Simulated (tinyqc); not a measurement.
Worked calculation: Gamma, L and X subbands of a thin body with non-parabolic valleys. Values are carried at full precision from step to step, so a last printed digit may differ when a step is redone from the rounded ones.

Hard walls, flat band, c = hbar^2/2m0, energies from the bulk Gamma edge. For a valley at angle theta to the normal 1/m_z = cos^2/ml + sin^2/mt and m_d = sqrt(ml mt^2/m_z). Subband n starts at E_v + e with e (1 + a e) = c (n pi/t)^2/m_z, and its density-of-states mass is taken as m_d (1 + 2 a e), without further growth at higher in-plane energy. Groups are named by valley and degeneracy.

Constants: hbar^2/2m0 = 3.80998211 eV angstrom^2; kB = 8.617333262e-05 eV/K.

Values chosen for the exercise (near those of a thin Ge channel; the results hold for these values, not for the real material):
- face = 110 (surface)
- mG = 0.0384 m0 (Gamma mass)
- aG = 1.04 1/eV (Gamma non-parabolicity)
- EL = -0.151 eV (L edge above Gamma)
- mL = (1.59, 0.084) m0 (L valleys (four, along <111>): ml, mt)
- EX = 0.035 eV (X edge above Gamma)
- mX = (0.917, 0.191) m0 (Delta valleys (six, along <100>): ml, mt)
- aS = 0.49 1/eV (non-parabolicity of L and X)
- t = 38 angstrom (body thickness)
- Ns = 8.1 x 1e12/cm^2 (sheet density)
- T = 300 K (temperature)
- eot = 6 angstrom (equivalent oxide thickness)

## Valley groups

List degeneracy, edge, m_z, m_d and a.

Groups:

| group | g | E_v (eV) | m_z | m_d | a (1/eV) |
|---|---|---|---|---|---|
| G1 | 1 | 0.000 | 0.0384 | 0.0384 | 1.04 |
| L2 | 2 | -0.151 | 0.2279 | 0.2219 | 0.49 |
| L2' | 2 | -0.151 | 0.0840 | 0.3655 | 0.49 |
| X4 | 4 | 0.035 | 0.3161 | 0.3253 | 0.49 |
| X2 | 2 | 0.035 | 0.1910 | 0.4185 | 0.49 |

## Subband edges

n = 1 to 8 for each group; list the ten lowest.

Subbands:

| subband | g | E (eV) | DOS mass |
|---|---|---|---|
| L2 n=1 | 2 | -0.0425 | 0.2455 |
| X4 n=1 | 4 | 0.1143 | 0.3506 |
| L2' n=1 | 2 | 0.1224 | 0.4634 |
| X2 n=1 | 2 | 0.1633 | 0.4711 |
| L2 n=2 | 2 | 0.2336 | 0.3055 |
| X4 n=2 | 4 | 0.3236 | 0.4173 |
| G1 n=1 | 1 | 0.4590 | 0.0751 |
| X2 n=2 | 2 | 0.4823 | 0.6020 |
| L2 n=3 | 2 | 0.6005 | 0.3853 |
| X4 n=3 | 4 | 0.6128 | 0.5095 |

The lowest subband is L2 n=1, 157 meV below X4 n=1; in the bulk the lowest valley is L.

## Filling and quantum capacitance

n_i = g m/(2 pi c) kB T ln(1 + exp((EF - E_i)/kB T)), sum n_i = Ns (1e12/cm^2 = 1e-4/angstrom^2), c = hbar^2/2m0. Quantum capacitance Cq = 1602.176634 sum g m/(2 pi c) f_i in microfarad/cm^2 with f_i = 1/(1 + exp((E_i - EF)/kB T)); Cox = 34.5313/eot (one gate); C/Cox = Cq/(Cq + Cox), the centroid term left out.

Over the ten listed subbands, named by valley (G, L, X), degeneracy and number.

EF = -0.0105 eV

n_i in the order of the list (1e12/cm^2): 7.908  0.121  0.058  0.012  0.001  0.000  0.000  0.000  0.000  0.000

Cq = 26.65 microfarad/cm^2
Cox = 5.755 microfarad/cm^2
C/Cox = 0.822

EF lies 32 meV above the lowest edge; Gamma holds 0 % of the electrons. The density of states is ample: only 18 % of the gate capacitance is lost.

## Checks

- Cq against the slope dNs/dEF by finite differences, microfarad/cm^2: both 26.65.

Program tinyqc; command `OMP_NUM_THREADS=1 python tinyqc.py 1280659 1280660 out.jsonl`; about 0.02 s on one thread of a shared Intel(R) Xeon(R) Processor @ 2.30GHz.
